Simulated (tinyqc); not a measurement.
Inside a calculation. Model: grain-boundary trapping model (Seto) of a polycrystalline semiconductor film. Computed by tinyqc, a small Python program that keeps every step. Command: `OMP_NUM_THREADS=1 python tinyqc.py 3020892 3020893 out.jsonl poly walk`. One thread of a shared host (Intel(R) Xeon(R) Processor @ 2.30GHz), about 0.01 s of CPU time with the checks. Intermediate numbers are printed to about 5 digits and carried at full precision; extremes and crossings named in words are read from the listed rows.

Grains of equal size L are joined by thin boundaries with one trap level. Trapped carriers deplete a width W on each side and raise a barrier, crossed by thermionic emission. Dopants are fully ionised, statistics are non-degenerate and mu_g does not depend on T.

Inputs (values chosen for the exercise, modelled on polycrystalline silicon):
```
quantity                                     value        unit
permittivity eps                              11.7           -
effective mass m                              0.29         m_0
effective density of states at 300 K, N_c  2.7e+19      1/cm^3
grain size L                                   260          nm
trap density Q_t                           1.5e+12      1/cm^2
trap level E_t below the band edge            0.51          eV
doping N                                   1.4e+17      1/cm^3
mobility inside the grains mu_g                250  cm^2/(V s)
temperature T                                  250           K
```

Grain interior: resistance included.

Constants: e = 1.602176634e-19 C; eps_0 = 8.8541878128e-12 F/m; k_B = 8.617333262e-05 eV/K; m_0 = 9.1093837015e-31 kg; k_B = 1.380649e-23 J/K.

## Critical doping

If all traps fill, the grain is just depleted at N* = Q_t/L, with the barrier e Q_t L/(8 eps eps_0).

N* = 5.7692e+16 1/cm^3

barrier at N* with all traps filled = 0.75396 V

The traps stay filled only while e V_B is below E_t - k_B T ln(N_c(T)/N*) = 0.383 eV. The barrier above exceeds that or lies within 2 k_B T of it, so band bending brings the traps close to or above E_F before all fill, and the real maximum is lower.

## Barrier

N_c(T) = N_c (T/300 K)^(3/2). Filled traps Q = Q_t/(1 + (1/2) exp((E_t* - E_F)/k_B T)), where E_t* = e V_B - E_t and E_F are counted from the band edge at the grain centre. Partial depletion: Q = 2 N W, V_B = e N W^2/(2 eps eps_0), E_F = k_B T ln(N/N_c); solve for W. If that W would exceed L/2 the grain is fully depleted: W = L/2, Q = N L, and E_F follows from the trap equation. Centre density n_0 = N_c exp(E_F/k_B T).

depletion width W = 53.255 nm

barrier V_B = 0.30704 V

E_F = -0.10747 eV

centre density n_0 = 1.40e+17 1/cm^3

The grain is partly depleted; 99.4 % of the traps are filled, and they hold 41.0 % of the carriers.

## Resistivity and effective mobility

Boundary: sigma_b = L e^2 n_0 exp(-e V_B/k_B T)/sqrt(2 pi m k_B T); drift through the grain, depleted parts included: rho_g = [(1 - 2W/L) + (2W/L) int_0^1 exp(y^2 s^2) ds]/(e n_0 mu_g); rho = 1/sigma_b + rho_g. Mean carrier density n_av = n_0 [(1 - 2W/L) + (2W/L) (sqrt(pi)/2) erf(y)/y], y = sqrt(e V_B/k_B T); effective mobility 1/(e n_av rho).

boundary resistivity = 12536 ohm cm

drift resistivity rho_g = 4123.6 ohm cm

resistivity rho = 16660 ohm cm

mean carrier density = 9.6112e+16 1/cm^3

effective mobility = 0.0038980 cm^2/(V s)

A single crystal with the same N and mu_g would have 0.178 ohm cm, a factor 93400 lower.

## Activation energy

E_a = d ln(rho)/d(1/k_B T) from T - 5 K and T + 5 K; temperature coefficient d ln(rho)/dT.

activation energy E_a = 0.32693 eV

temperature coefficient = -6.0727 %/K

With a fixed barrier the boundary term gives E_a = e V_B - k_B T/2 = 0.2963 eV, the second term coming from the thermal velocity in the prefactor.

## Against the doping

The formulas are those given above.

The same film:
```
N (1/cm^3)  W (nm)  V_B (V)  mean density (1/cm^3)  mobility (cm^2/(V s))  rho (ohm cm)
1.70e+15    130.00  0.02222             3.3915e+07             2.0958e+02    8.7809e+08
5.80e+15    130.00  0.07580             9.4986e+08             7.1688e+01    9.1661e+07
1.40e+16    130.00  0.18296             2.5556e+11             1.5497e+00    1.5760e+07
2.90e+16    130.00  0.37899             5.0128e+15             3.6255e-04    3.4343e+06
4.60e+16    103.57  0.38154             1.7071e+16             1.9978e-04    1.8302e+06
6.90e+16     83.94  0.37592             3.3901e+16             2.0832e-04    8.8380e+05
1.20e+17     60.55  0.34017             7.6576e+16             8.9599e-04    9.0970e+04
2.30e+17     32.61  0.18912             1.8956e+17             7.6772e-01    4.2887e+01
5.80e+17     12.93  0.07500             5.4948e+17             8.9451e+01    1.2698e-01
2.30e+18      3.26  0.01891             2.2868e+18             2.2470e+02    1.2147e-02
```

The barrier peaks among these rows at N = 4.6e16 (0.382 V) and the mobility has its minimum at 4.6e16; N* is 5.8e16. While the grain is fully depleted (W = L/2) V_B grows as N; once all traps are filled it falls as 1/N (last exponent -1.00). From 2.9e16 to 6.9e16 it is pinned, because the trap level has met E_F and the traps fill only in part. Partly depleted rows (W < L/2) with e V_B below 2 k_B T stretch the depletion approximation. Where N approaches N_c the non-degenerate statistics fail. rho drops most steeply, as N^-11.8, between 1.2e17 and 2.3e17.

Checks made by the program: charge in the traps against the depleted charge (relative difference below 1e-10).
